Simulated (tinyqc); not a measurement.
# One-dimensional ballistic tunnel FET, two-band WKB: effects of single changes

A p-type source for x < 0 with its Fermi level at 0 and its valence edge at ds; in the channel the bands fall as D exp(-x/lam) towards their flat values, with the conduction edge at Ec = ds - dP and D = dP + Eg. The gate moves dP one to one. The drain Fermi level lies at -Vd and the drain side reflects nothing. For w = E - Ec between 0 and dP an electron crosses the gap. Two-band dispersion with equal masses m: inside the gap kappa = sqrt(m u (1 - u/Eg)/C), u the distance from a band edge, C = hbar^2/(2 m0).

Inputs (values chosen for the exercise); band and dielectric values those of a made-up semiconductor:
- T = 77 K (temperature)
- Eg = 1.52 eV (band gap)
- m = 0.097 m0 (band-edge mass of the two-band model)
- lam = 1.7 nm (screening length of the source junction)
- ds = 0.03 eV (source valence edge above the source Fermi level)
- Vd = 0.5 V (drain bias)
- g = 1 (number of degenerate subbands (spin apart))
- dP = 0.19 eV (tunnelling window Ev(source) - Ec(channel))

Constants: q = 1.602176634e-19 C, kB = 1.380649e-23 J/K, hbar = 1.054571817e-34 J s, h = 6.62607015e-34 J s, m0 = 9.1093837015e-31 kg, Vt = kB T/q, hbar^2/(2 m0) = 0.0380998212 eV nm^2. Results are converted to the units shown.

Each table varies one quantity; the others keep the values above.

## Transfer curve and swing

S(w) = 2 lam int_0^Eg kappa(u) du/(w + Eg - u) = 2 pi lam sqrt(m/(C Eg)) [w + Eg/2 - sqrt(w (w + Eg))], T(w) = exp(-S). I = g (2 q^2/h) int_0^dP T(w) [f(E) - f(E + Vd)] dw, E = ds - dP + w, f(x) = 1/(1 + exp(x/Vt)). Swing = d(dP)/d(log10 I).

Result of one run:

| dP (eV) | T(w = dP) | I (uA) | swing (mV/decade) |
|---|---|---|---|
| 0.33 | 0.01403 | 0.1004 | 252.4 |

What becomes of these results when the tunnelling window Ev(source) - Ec(channel) dP is changed from 0.33 to 0.51 eV, all else the same?

Result of the changed run:

| dP (eV) | T(w = dP) | I (uA) | swing (mV/decade) |
|---|---|---|---|
| 0.51 | 0.03048 | 0.3677 | 398.8 |

The whole series:

| dP (eV) | T(w = dP) | I (uA) | swing (mV/decade) |
|---|---|---|---|
| 0.011 | 1.413e-4 | 1.744e-6 | 10.76 |
| 0.016 | 1.916e-4 | 4.601e-6 | 12.92 |
| 0.025 | 2.931e-4 | 1.938e-5 | 16.00 |
| 0.039 | 4.825e-4 | 1.052e-4 | 23.39 |
| 0.06 | 8.424e-4 | 5.028e-4 | 40.50 |
| 0.092 | 0.001574 | 0.002026 | 67.26 |
| 0.14 | 0.003097 | 0.007434 | 105.3 |
| 0.22 | 0.006775 | 0.02945 | 166.9 |
| 0.33 | 0.01403 | 0.1004 | 252.4 |
| 0.51 | 0.03048 | 0.3677 | 398.8 |

I rises from 1.74e-6 to 0.368 uA and the swing rises from 10.8 to 399 mV/decade. The thermionic limit is Vt ln 10 = 15.3 mV/decade; the swing stays under it up to dP = 0.016 eV among the rows, where I is 4.60e-6 uA, 0.0013 % of the last row. Leakage below the onset is not in the model.

## Effect of the band gap with the mass tied to it

Same model as above.

The mass follows the gap, m = 0.097 Eg/1.52 eV.

Effect of the band gap with the mass tied to it:

| Eg (eV) | T(w = dP) | I (uA) | swing (mV/decade) |
|---|---|---|---|
| 0.2 | 0.7820 | 7.759 | 304.2 |
| 0.37 | 0.5093 | 4.162 | 260.4 |
| 0.54 | 0.2980 | 2.061 | 229.1 |
| 0.71 | 0.1624 | 0.9722 | 205.6 |
| 0.89 | 0.08077 | 0.4226 | 186.4 |
| 1.06 | 0.04010 | 0.1873 | 171.9 |
| 1.23 | 0.01930 | 0.08133 | 160.0 |
| 1.4 | 0.009048 | 0.03471 | 150.0 |

What does the comparison show?

T(w = dP) falls from 0.782 to 0.00905 and I falls from 7.76 to 0.0347 uA; the swing falls from 304 to 150 mV/decade. With m/Eg fixed, S depends on the gap only through w + Eg/2 - sqrt(w (w + Eg)). For Eg = 0.2, 0.37, 0.54, 0.71 S at w = dP is below 2, where a WKB prefactor of 1 is a rough guess.

Numbers from tinyqc (`OMP_NUM_THREADS=1 python tinyqc.py 2620068 2620069 out.jsonl`; about 0.01 s on one thread of a shared Intel Xeon 2.30GHz).
